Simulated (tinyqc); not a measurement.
Input admittance of a MOSFET at zero drain bias: distributed channel and distributed gate: one step of the calculation.

Source and drain grounded, strong inversion, w = 2 pi f, Cox = eps0 eox/tox. The channel is an RC line of resistance 1/(mu Cox Vo) per square fed from both ends, so one finger has the intrinsic admittance y = i w Cox L tanh(g)/g per width, g = (1/2) sqrt(i w tau), tau = L^2/(mu Vo). The vertical resistance rv/L is in series with y, the overlaps 2 i w Cov in parallel: y_t = 1/(1/y + rv/L) + 2 i w Cov. The gate strip is a line of Rsh/L per length loaded by y_t, so a finger has Y = y_t Wf tanh(k)/k, k = (Wf/sd) sqrt(y_t Rsh/L); the device has Nf Y.

Problem. Low-frequency resistances and capacitance. Low-frequency limits, with c = Cox L and ct = c + 2 Cov: R_strip = Rsh Wf/(3 sd^2 L Nf), R_ch = (c/ct)^2 L/(12 mu Cox Vo Wf Nf), R_vert = (c/ct)^2 rv/(L Wf Nf), C = ct Wf Nf.

Values chosen for this exercise; values of the order met in silicon radio-frequency transistors: relative permittivity of the gate insulator (close to silicon dioxide) eox = 3.9; insulator thickness tox = 6 nm; channel length L = 0.99 um; finger width Wf = 2.4 um; number of fingers Nf = 16; channel mobility mu = 370 cm^2/(V s); gate overdrive Vo = 0.61 V; sheet resistance of the gate Rsh = 32 ohm/square; vertical resistivity of the gate stack rv = 3.9 ohm um^2; number of ends at which a finger is contacted sd = 1; overlap and fringe capacitance on each side Cov = 0.37 fF/um.

Constants: eps0 = 8.8541878128e-14 F/cm where lengths are in cm. Results are converted to the units shown.

Give: parts; sum; C; 1/(2 pi R C).

Solution.

parts (ohm): strip 1.616, channel 12.96, vertical 0.08036
sum = 14.65 ohm
C = 247.2 fF
1/(2 pi R C) = 43.94 GHz

The channel term is the largest, 88.4 % of the sum.

Program tinyqc, `OMP_NUM_THREADS=1 python tinyqc.py 2262227 2262228 out.jsonl`; Intel Xeon 2.30GHz, shared host, one thread, about 0.01 s.
